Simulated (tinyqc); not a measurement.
From one set of inputs to another, one input at a time: rapid thermal processing of a wafer: radiative balance, ramp and cooling, pattern effects, pyrometer error and spike budget. Computed by tinyqc, a small Python program. Command: `OMP_NUM_THREADS=1 python tinyqc.py 3112421 3112422 out.jsonl rtp ladder`. One thread of a shared host (Intel(R) Xeon(R) Processor @ 2.30GHz), about 0.1 s of CPU time with the checks.

The wafer is opaque and uniform through its thickness unless said otherwise; temperatures in formulas are in kelvin (C + 273.15). sigma = 5.670374419e-12 W/(cm^2 K^4).

The inputs printed are set A. Inputs not listed in the table keep their values of set A, so the rows need not describe a real material.

Inputs (values chosen for the exercise, modelled on a hot silicon wafer):
```
quantity                                              value         unit
wafer thickness d                                       725   micrometre
heat capacity per volume C                             2.17   J/(cm^3 K)
thermal conductivity k                                 0.24     W/(cm K)
emissivity eps of each face                            0.63            -
reflectivity of the chamber walls r                    0.76            -
gas heat-transfer coefficient h, both faces together   0.62  mW/(cm^2 K)
wall temperature T_w                                    700            K
process temperature                                     846            C
starting temperature                                    550            C
ramp rate                                               120          K/s
relative change of absorptivity over a pattern          3.8            %
period of the pattern                                    17           mm
activation energy of the process E_a                   3.66           eV
```

Constants: k_B = 8.617333262e-05 eV/K.

Method:
- Effective emissivity between parallel grey plates: eps_eff = 1/(1/eps + 1/(1 - r) - 1). Loss per area q(T) = 2 eps_eff sigma (T^4 - T_w^4) + h (T - T_w).
- Absorbed power during a ramp = q(T) + C d x ramp rate; thermal time constant tau = C d/(dq/dT), dq/dT = 8 eps_eff sigma T^3 + h; natural cooling rate q/(C d); front-to-back difference under one-sided heating at the end of the ramp = (absorbed power) d/(2 k).
- Cooling with the lamps off: C d dT/dt = -q(T), integrated adaptively (relative tolerance 1e-10).
- Spike anneal: linear ramp to the peak, then lamps off. Equivalent time at the peak = int exp(-(E_a/k_B)(1/T - 1/T_peak)) dt; estimate (k_B T^2/E_a)(1/ramp rate + 1/cooling rate). The ramp part uses 4000 trapezoid steps, the cooling part 4000 steps over 4 tau.
- Time within 50 K of the peak from the same curves.
- At steady state a sinusoidal change of absorbed power of relative amplitude a and period p gives the temperature amplitude a q/(dq/dT + k d (2 pi/p)^2); healing length l = sqrt(k d/(dq/dT)); process change = E_a dT/(k_B T^2). Emissivity is taken as unchanged.

Each row keeps all changes above it:
```
input moved                                                         from    to  time constant tau (s)  equivalent time, total (s)  amplitude (K)
set A                                                                  -     -                  11.24                       1.686         0.5178
period of the pattern (mm)                                            17   1.9                  11.24                       1.686         0.0068
ramp rate (K/s)                                                      120    66                  11.24                       1.877         0.0068
activation energy of the process E_a (eV)                           3.66     2                  11.24                       3.586         0.0068
reflectivity of the chamber walls r                                 0.76  0.18                   4.39                       1.886         0.0171
gas heat-transfer coefficient h, both faces together (mW/(cm^2 K))  0.62   1.3                   4.31                       1.845         0.0177
thermal conductivity k (W/(cm K))                                   0.24  0.21                   4.31                       1.845         0.0202
emissivity eps of each face                                         0.63  0.71                   3.90                       1.743         0.0223
```

Where does the difference come from?

Time constant tau goes from 11.2 to 3.90, a factor 0.347 in all. The largest single move comes from reflectivity of the chamber walls r (a factor 0.391). Equivalent time, total goes from 1.69 to 1.74, a factor 1.03 in all. The largest single move comes from activation energy of the process E_a (a factor 1.91), and reflectivity of the chamber walls r works against it (a factor 0.526). Amplitude goes from 0.518 to 0.0223, a factor 0.0431 in all. The largest single move comes from period of the pattern (a factor 0.0132), and reflectivity of the chamber walls r works against it (a factor 2.50). The single moves hold for this order of the switches; the total does not depend on the order.

Extremes, crossings and ranges named in words are read from the listed rows.
